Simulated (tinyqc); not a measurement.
## Film and buried-oxide thickness from two coupling ratios

Inverse problem. In a depleted film -dVT/dVb is k1 = Cs Cbox/(Cox (Cs + Cbox)) for a front channel and k2 = Cbox (Cox + Cs)/(Cox Cs) for a back channel, with Cox = eps0 eox/tox, Cs = eps0 eps_r/ts, Cbox = 3.9 eps0/tb. Find ts and tb.

Values chosen for this exercise; band and dielectric values close to those of silicon: relative permittivity eps_r = 11.8; relative permittivity of the gate insulator (close to silicon nitride) eox = 7.72; insulator thickness tox = 6.7 nm.

coupling ratios for a front and a back channel: [0.027612752, 0.049689009]

Answer. With y = Cox/Cs and z = Cox/Cbox, 1/k1 = y + z and k2 = (1 + y)/z, so y = (k2/k1 - 1)/(1 + k2); the thicknesses follow from y and z.

ts = 7.800 nm
tb = 120.0 nm

Numbers from tinyqc (`OMP_NUM_THREADS=1 python tinyqc.py 2190143 2190144 out.jsonl`; about 0.4 s on one thread of a shared Intel Xeon 2.30GHz).
